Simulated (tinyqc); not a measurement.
Capacitance of parallel on-chip lines from Laplace's equation on a mesh: two steps of the calculation.

Cross-section of an endless row of equal lines between two grounded planes; neighbours are driven in antiphase (+1 V and -1 V), so the plane midway between two lines is at 0 V. By symmetry one quarter is solved: x runs from the centre of a line (column 0, mirror) to that midplane (column 4, 0 V), y from the mid-height of the line (row 0, mirror) to the ground plane (row 5, 0 V). The line fills columns 0 to 2 and rows 0 to 2 at 1 V. Cells beside the line (below row 2) have e2, cells above have e1. Each link between nodes has the conductance g = mean permittivity of the two cells beside it (a cell beyond a mirror counts as 0), and the free nodes obey sum g (V_neighbour - V) = 0.

Values chosen for this exercise:

| symbol | value | unit | meaning |
|---|---|---|---|
| e1 | 4.2 |  | relative permittivity above and below the lines |
| e2 | 7 |  | relative permittivity between the lines |
| om | 1 |  | over-relaxation factor |

Task 1. Link conductances. gx[j, i] joins node (row j, column i) to column i + 1, gy[j, i] to row j + 1.

Wanted: gx; gy.

Result 1.

gx:
```
        col 0   col 1   col 2   col 3
row 0  3.5000  3.5000  3.5000  3.5000
row 1  7.0000  7.0000  7.0000  7.0000
row 2  5.6000  5.6000  5.6000  5.6000
row 3  4.2000  4.2000  4.2000  4.2000
row 4  4.2000  4.2000  4.2000  4.2000
row 5  2.1000  2.1000  2.1000  2.1000
```

gy:
```
        col 0   col 1   col 2   col 3   col 4
row 0  3.5000  7.0000  7.0000  7.0000  3.5000
row 1  3.5000  7.0000  7.0000  7.0000  3.5000
row 2  2.1000  4.2000  4.2000  4.2000  2.1000
row 3  2.1000  4.2000  4.2000  4.2000  2.1000
row 4  2.1000  4.2000  4.2000  4.2000  2.1000
```

Task 2. Relaxation sweep. One sweep visits the free nodes row by row from row 0, left to right, and replaces V by V + om (weighted mean of the neighbours - V), using new values at once.

V at the start (V):
```
       col 0  col 1  col 2  col 3  col 4
row 0      1      1      1      0      0
row 1      1      1      1      0      0
row 2      1      1      1      0      0
row 3      0      0      0      0      0
row 4      0      0      0      0      0
row 5      0      0      0      0      0
```

gx:
```
       col 0  col 1  col 2  col 3
row 0    3.5    3.5    3.5    3.5
row 1      7      7      7      7
row 2    5.6    5.6    5.6    5.6
row 3    4.2    4.2    4.2    4.2
row 4    4.2    4.2    4.2    4.2
row 5    2.1    2.1    2.1    2.1
```

gy:
```
       col 0  col 1  col 2  col 3  col 4
row 0    3.5      7      7      7    3.5
row 1    3.5      7      7      7    3.5
row 2    2.1    4.2    4.2    4.2    2.1
row 3    2.1    4.2    4.2    4.2    2.1
row 4    2.1    4.2    4.2    4.2    2.1
```

Give: V after sweep 1.

Result 2.

V after sweep 1 (V):
```
       col 0  col 1  col 2  col 3  col 4
row 0  1.000  1.000  1.000  0.250  0.000
row 1  1.000  1.000  1.000  0.312  0.000
row 2  1.000  1.000  1.000  0.348  0.000
row 3  0.250  0.312  0.328  0.169  0.000
row 4  0.062  0.094  0.105  0.069  0.000
row 5  0.000  0.000  0.000  0.000  0.000
```

tinyqc, about 0.8 s, one thread, Intel Xeon 2.30GHz (shared host): `OMP_NUM_THREADS=1 python tinyqc.py 2790217 2790218 out.jsonl`
